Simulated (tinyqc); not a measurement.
Hueckel theory of the pi electrons with the omega technique, for the molecule [CH2]c1ccccc1 (SMILES; centres numbered as the heavy atoms are written), step by step. One step of it, computed by the program tinyqc.

Task: Energy, charges, bond orders. E = sum n x; q_r = z_r - P_rr; bond order p = P_rs; free valence = sqrt(3) - sum of p over the bonds of the atom.

x values: 2.101003  1.259280  1.000000  0.000000  -1.000000  -1.259280  -2.101003

occupations: 2.000000  2.000000  2.000000  1.000000  0.000000  0.000000  0.000000

charge and bond-order matrix P:
```
,1C,2C,3C,4C,5C,6C,7C
1C,1.000000,0.635034,0.000000,-0.112480,0.000000,-0.112480,0.000000
2C,0.635034,1.000000,0.522554,0.000000,-0.224960,0.000000,0.522554
3C,0.000000,0.522554,1.000000,0.705037,0.000000,-0.294963,0.000000
4C,-0.112480,0.000000,0.705037,1.000000,0.635034,0.000000,-0.294963
5C,0.000000,-0.224960,0.000000,0.635034,1.000000,0.635034,0.000000
6C,-0.112480,0.000000,-0.294963,0.000000,0.635034,1.000000,0.705037
7C,0.000000,0.522554,0.000000,-0.294963,0.000000,0.705037,1.000000
```

Centres:
```
centre,"z_r, pi electrons of the neutral centre",h
1C,1,0.000000
2C,1,0.000000
3C,1,0.000000
4C,1,0.000000
5C,1,0.000000
6C,1,0.000000
7C,1,0.000000
```

Bonds:
```
i,j,k
1,2,1
2,3,1
3,4,1
4,5,1
5,6,1
6,7,1
7,2,1
```

Give: pi energy = 7 alpha + this times beta; pi charges; Bond orders and lengths from R = 1.517 - 0.180 p; free valence of the carbons; gap between the highest filled and the next level.

Result:

pi energy = 7 alpha + this times beta = 8.721

pi charges: 1C 0.000, 2C 0.000, 3C 0.000, 4C 0.000, 5C 0.000, 6C 0.000, 7C 0.000

Bond orders and lengths from R = 1.517 - 0.180 p (angstrom, C-C alone):
```
bond,p,R
1-2,0.635,1.403
2-3,0.523,1.423
3-4,0.705,1.390
4-5,0.635,1.403
5-6,0.635,1.403
6-7,0.705,1.390
7-2,0.523,1.423
```

free valence of the carbons: 1C 1.097, 2C 0.052, 3C 0.504, 4C 0.392, 5C 0.462, 6C 0.392, 7C 0.504

gap between the highest filled and the next level = 1.000 |beta|
